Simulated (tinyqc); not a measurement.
# From one set of inputs to another, one input at a time

Model: strain-driven roughening and islands of a mismatched epitaxial film. Computed by tinyqc, a small Python program. Command: `OMP_NUM_THREADS=1 python tinyqc.py 3002045 3002046 out.jsonl island ladder`. One thread of a shared host (Intel(R) Xeon(R) Processor @ 2.30GHz), about 0.01 s of CPU time with the checks.

Film and substrate share isotropic elastic constants; the film is coherent and biaxially strained.

The inputs printed are set A. Inputs not listed in the table keep their values of set A, so the rows need not describe a real material.

Inputs (values chosen for the exercise, for a model film):
```
quantity                                      value       unit
misfit |f|                                   0.0443          -
shear modulus G                                38.1        GPa
Poisson ratio nu                                0.3          -
surface energy gamma                          0.791      J/m^2
contact angle of the shallow shape theta_1     9.45    degrees
contact angle of the steep shape theta_2       33.9    degrees
facet energy of shape 1 over gamma            1.007          -
facet energy of shape 2 over gamma             1.03          -
wetting energy gamma_s - gamma                 0.32      J/m^2
decay length of wetting delta                  0.46         nm
surface mobility D_s nu_s Omega^2/(k_B T)   2.3e-34  m^6/(J s)
island volume V                              210000       nm^3
```

Transport: surface diffusion.

Constants: e = 1.602176634e-19 C.

Method:
- M = 2 G (1 + nu)/(1 - nu); stress = M f; energy density w = M f^2.
- A ripple A cos(k x) has the surface chemical potential per volume [gamma k^2 - 2 (1 + nu) w k] A cos(k x), so k_c = 2 (1 + nu) w/gamma. With surface diffusion the amplitude grows at the rate q = B k^2 [2 (1 + nu) w k - gamma k^2], fastest at k_m = (3/4) k_c. B is the surface mobility.
- The surface energy depends on thickness as gamma + (gamma_s - gamma) exp(-h/delta). Its curvature adds W2 = (gamma_s - gamma) exp(-h/delta)/delta^2 to the restoring terms; the flat film is stable while W2 > (1 + nu)^2 w^2/gamma, which gives h_c = delta ln[(gamma_s - gamma) gamma/(delta^2 (1 + nu)^2 w^2)], or 0 if negative.
- Shallow faceted island (Tersoff form): E = 4 Gam V^(2/3) tan^(1/3)(theta) - 6 c V tan(theta), Gam = gamma [x/sin(theta) - 1/tan(theta)], x the facet energy over gamma, c = stress^2 (1 - nu)/(2 pi G).
- The barrier is the maximum of E, at V_c = [4 Gam/(9 c)]^3 / tan^2(theta) (1 GPa nm = 1 J/m^2).
- The two energies cross at V_x^(1/3) = 4 [Gam_2 t2^(1/3) - Gam_1 t1^(1/3)]/(6 c (t2 - t1)), t = tan(theta); mu = dE/dV.

Each row keeps all changes above it:
```
input moved                                               from       to  growth time 1/q at k_m (s)  wetting-layer thickness h_c (nm)  crossing volume V_x (nm^3)
set A                                                        -        -                  7.5050e-02                            1.0197                      11.018
Poisson ratio nu                                           0.3     0.31                  6.6640e-02                            0.9924                      10.078
surface mobility D_s nu_s Omega^2/(k_B T) (m^6/(J s))  2.3e-34  9.4e-33                  1.6305e-03                            0.9924                      10.078
shear modulus G (GPa)                                     38.1     30.6                  3.9188e-03                            1.1940                      19.453
decay length of wetting delta (nm)                        0.46     0.43                  3.9188e-03                            1.1742                      19.453
contact angle of the shallow shape theta_1 (degrees)      9.45     10.5                  3.9188e-03                            1.1742                      20.406
misfit |f|                                              0.0443   0.0699                  1.0199e-04                            0.3897                       1.322
facet energy of shape 2 over gamma                        1.03    1.042                  1.0199e-04                            0.3897                       1.659
```

Growth time 1/q at k_m goes from 0.0751 to 1.02e-4, a factor 0.00136 in all. The largest single move comes from surface mobility D_s nu_s Omega^2/(k_B T) (a factor 0.0245), and shear modulus G works against it (a factor 2.40). Wetting-layer thickness h_c goes from 1.02 to 0.390, a factor 0.382 in all. The largest single move comes from misfit |f| (a factor 0.332), and shear modulus G works against it (a factor 1.20). Crossing volume V_x goes from 11.0 to 1.66, a factor 0.151 in all. The largest single move comes from misfit |f| (a factor 0.0648), and shear modulus G works against it (a factor 1.93). The single moves hold for this order of the switches; the total does not depend on the order.

Caution (rows set A, Poisson ratio nu, surface mobility D_s nu_s Omega^2/(k_B T), misfit |f|, facet energy of shape 2 over gamma): a wavelength of a few nanometres is at the limit of continuum theory, where steps and facets rule. Caution (rows set A, Poisson ratio nu, surface mobility D_s nu_s Omega^2/(k_B T), shear modulus G, decay length of wetting delta, contact angle of the shallow shape theta_1): a critical island of a few cubic nanometres holds a few hundred atoms at most, and edge energies, left out here, matter. Caution (all rows): the shallow-slope form overstates the relaxation of facets steeper than about 25 degrees. Caution (rows misfit |f|, facet energy of shape 2 over gamma): a critical volume below 1 nm^3 holds fewer than a hundred atoms, so a continuum barrier there has no physical meaning. Caution (rows misfit |f|, facet energy of shape 2 over gamma): a crossing volume under 5 nm^3 is too small for these continuum energies.

Extremes, crossings and ranges named in words are read from the listed rows.
